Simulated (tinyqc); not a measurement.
Alloy A(1-x)B(x) by interpolation with bowing, step by step. Values are carried at full precision from step to step, so a last printed digit may differ when a step is redone from the rounded ones.

Each gap follows E(x) = (1 - x) E_A + x E_B - C x (1 - x); the lattice constant follows Vegard, a(x) = (1 - x) a_A + x a_B.

Constants: hc = 1239.841984 eV nm; kB = 8.617333262e-05 eV/K.

Parameters, chosen for this exercise (A near InP, B near GaP; the results hold for these values, not for the real material):
```
symbol  value                  unit      meaning
a       (5.869, 5.45)          angstrom  lattice constant of A, B
x       0.83                             fraction of B
Eg      (1.434, 2.9)           eV        gap at Gamma to the s-like level of A, B
EgX     (2.409, 2.324)         eV        gap to the lowest valley along Gamma-X of A, B
EgL     (2.038, 2.76)          eV        gap to L of A, B
C       (0.668, 0.226, 1.035)  eV        bowing of the Gamma, X and L gaps
Dso     (0.109, 0.081)         eV        spin-orbit splitting of A, B
Ep      (21, 31.7)             eV        Kane energy of A, B
me      (0.0793, 0.1311)       m0        electron mass at Gamma of A, B
Cs      0                      eV        bowing of Dso
md      (0.1161, 0.71, 0.56)   m0        density-of-states masses of Gamma, all X and all L valleys
T       300                    K         temperature
```

## Gaps and lattice constant at x

Also give the wavelength hc/E of the lowest gap.

a(x) = 5.5212 angstrom

linear parts (eV): Gamma 2.6508, X 2.3384, L 2.6373

bowing terms C x (1 - x) (eV): Gamma 0.0943, X 0.0319, L 0.1460

gaps (eV): Gamma 2.5565, X 2.3066, L 2.4912

wavelength of the lowest gap = 537.5 nm

The lowest valley is X, so the gap is indirect; the next, L, lies 185 meV higher.

## Where the valleys cross

The difference of two gaps is a quadratic q2 x^2 + q1 x + q0 with q2 = C_i - C_j, q1 = (E_B - E_A - C)_i - (E_B - E_A - C)_j, q0 = E_A,i - E_A,j; give its roots between 0 and 1 (a dash: none).

Crossings:
```
pair         q2     q1      q0  first root  second root
Gamma-X   0.442  1.109  -0.975      0.6896            -
Gamma-L  -0.367  1.111  -0.604      0.7103            -
X-L      -0.809  0.002   0.371      0.6784            -
```

The lowest valley changes at x = 0.690 (Gamma to X, gap 2.302 eV). The other crossings lie above the lowest valley.

## Electron mass of the alloy

Mass at Gamma from the Kane formula 1/m = F + Ep (Eg + 2 Dso/3)/(Eg (Eg + Dso)). F is fixed by the masses of A and B and interpolated linearly, as is Ep; Eg and Dso carry their bowing.

Compare with the linear interpolation of the masses.

F of A, B: [-1.6892, -3.2043]

Ep, Eg, Dso at x (eV): [29.8810, 2.5565, 0.0858]

m(x) from the Kane formula = 0.1161 m0
m(x) linear = 0.1223 m0

The Kane value lies 5.1 % below the linear one. The Gamma valley is not the lowest at this x.

## Shares of the electrons in the valleys

Non-degenerate: n_i proportional to md_i^(3/2) exp(-E_i/kT).

md^(3/2): Gamma 0.0396, X 0.5983, L 0.4191

(E - E_min)/kT: Gamma 9.67, X 0.00, L 7.14

shares: Gamma 0.000, X 0.999, L 0.001

X holds most electrons (99.9 %).

## Checks

- The Gamma and X gaps at their crossing x = 0.6896 (eV): both 2.3020.
- The Gamma and L gaps at their crossing x = 0.7103 (eV): both 2.3379.
- The X and L gaps at their crossing x = 0.6784 (eV): both 2.3020.

Run: tinyqc, `OMP_NUM_THREADS=1 python tinyqc.py 1080810 1080811 out.jsonl`; Intel(R) Xeon(R) Processor @ 2.30GHz, one thread, shared host; about 0.01 s of CPU time with all checks.
